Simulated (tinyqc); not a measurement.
Raman line shape of confined optical phonons and breathing modes of small crystals: one step, computed by the program tinyqc.

Confinement in 3 direction(s) lets phonons with q away from zero scatter light. q is in units of 2 pi/a, from 0 to 1, and the branch is isotropic: omega(q)^2 = (omega_0^2 + omega_X^2)/2 + ((omega_0^2 - omega_X^2)/2) cos(pi q). The model and its constant beta are phenomenological; beta = 8 is the common choice.

Problem. Breathing mode of the free sphere. Lamb: with s = omega R/v_L, R = L/2, the lowest radial mode solves tan(s)/s = 1/(1 - s^2 v_L^2/(4 v_T^2)), s between pi/2 and pi; wavenumber = s v_L/(2 pi c R).

Inputs (values chosen for the exercise, modelled on silicon): size L = 11 nm; longitudinal velocity = 9170 m/s; transverse velocity = 5460 m/s.

Shape: sphere.

Constants: c = 299792458 m/s.

Give: root s; breathing frequency; breathing wavenumber.

Solution.

root s = 2.512

breathing frequency = 666.6 GHz

breathing wavenumber = 22.24 1/cm
